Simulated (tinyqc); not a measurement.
Single-junction solar cell, detailed-balance limit: two steps of the calculation.

Every photon above the gap Eg makes one pair and none below is absorbed; carriers thermalise at T and move without loss. Jsc = q fs X Phi(Eg, Ts); the dark current is J0 = q ge Phi(Eg, T)/ERE with the Boltzmann factor exp(V/Vt). The efficiency is the electrical power over fs X sigma Ts^4.

Parameters, values chosen for the exercise:
- T = 298 K (cell temperature)
- ERE = 0.1 (external radiative efficiency)
- Eg = 0.98 eV (band gap)

Constants: q = 1.602176634e-19 C, kB = 1.380649e-23 J/K, Vt = kB T/q. Results are converted to the units shown.

Task 1. Maximum power point by substitution. v = Vmp/Vt solves (1 + v) exp(v) = 1 + Jsc/J0; v(new) = ln[(1 + Jsc/J0)/(1 + v)].

v after iteration 1 = 32.361520
Jsc = 12447.035 mA/cm^2
J0 = 1.0980859e-10 mA/cm^2

Find: v after iteration 2.

Result 1.

v after iteration 2 = 28.85

Task 2. Voltages, fill factor and efficiency. Voc = Vt ln(1 + Jsc/J0), Vmp = v Vt, Jmp = Jsc - J0 (exp(v) - 1), FF = Vmp Jmp/(Voc Jsc), efficiency Vmp Jmp/Pin.

v = 28.961603
Jsc = 12447.035 mA/cm^2
J0 = 1.0980859e-10 mA/cm^2
Pin = 29407.469 mW/cm^2

Give: Voc; Eg/q - Voc; Vmp; Jmp; FF; efficiency.

Result 2.

Voc = 0.83103 V
Eg/q - Voc = 0.14897 V
Vmp = 0.74372 V
Jmp = 12032 mA/cm^2
FF = 0.86507
efficiency = 30.428 %

Of the voltage deficit, Vt ln(1/ERE) = 59.1 mV is due to non-radiative recombination.

Computed by the program tinyqc: `OMP_NUM_THREADS=1 python tinyqc.py 2820034 2820035 out.jsonl`, one thread of a shared Intel Xeon 2.30GHz, about 0.01 s for the whole run.
